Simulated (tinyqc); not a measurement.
Semiconductor laser, carrier and photon rate equations: two steps of the calculation.

Carrier density N and photon density S in one mode: dN/dt = F1 = eta I/(q V) - (A N + B N^2 + C N^3) - vg g S; dS/dt = F2 = G vg g S + G be B N^2 - S/tp, with g = g0 ln(N/Ntr)/(1 + ec S). Output power P = Fo Eph S V/(G tp). No heating, no carrier transport.

Values chosen for this exercise: active volume V = 3.3e-12 cm^3; confinement factor G = 0.064; group velocity vg = 7.63e9 cm/s; gain coefficient g0 = 2100 1/cm; transparency density Ntr = 1.5e18 cm^-3; gain compression ec = 3e-17 cm^3; photon lifetime tp = 1.9 ps; defect recombination coefficient A = 2.1e7 1/s; radiative coefficient B = 7.6e-11 cm^3/s; Auger coefficient C = 4.6e-30 cm^6/s; share of spontaneous emission into the mode be = 0.00024; injection efficiency eta = 0.7; drive current I = 1.9 mA.

Constants: q = 1.602176634e-19 C. Results are converted to the units shown.

Task 1. Threshold. gth = 1/(G vg tp), Nth = Ntr exp(gth/g0), Ith = q V (A Nth + B Nth^2 + C Nth^3)/eta. Above it S is near G tp eta (I - Ith)/(q V). Carrier lifetime at threshold Nth/(A Nth + B Nth^2 + C Nth^3).

Find: gth; Nth; Ith; estimate of S; carrier lifetime.

Result 1.

gth = 1077.8 1/cm
Nth = 2.5060e18 cm^-3
Ith = 0.45494 mA
estimate of S = 2.3264e14 cm^-3
carrier lifetime = 4.1606 ns

Task 2. Steady state by Newton steps. Jacobian, with a = g0/(N (1 + ec S)) and d = g/(1 + ec S): J11 = -(A + 2 B N + 3 C N^2) - vg a S, J12 = -vg d, J21 = G vg a S + 2 G be B N, J22 = G vg d - 1/tp. Solve J d = -F and add d to (N, S).

(N, S) at the start (Nth and the estimate of S): N (1e18 cm^-3) 2.506, S (1e15 cm^-3) 0.233

Wanted: F1, F2; J; (N, S) after iteration 1.

Result 2.

F1, F2 (1e27 cm^-3/s): 0.010470  -8.4859e-4

J (1/ns):
```
           N        S
F1   -1.9680  -8109.6
F2  0.094689  -7.3014
```

(N, S) after iteration 1: N (1e18 cm^-3) 2.5149, S (1e15 cm^-3) 0.23213

Program tinyqc, `OMP_NUM_THREADS=1 python tinyqc.py 2840035 2840036 out.jsonl`; Intel Xeon 2.30GHz, shared host, one thread, about 0.01 s.
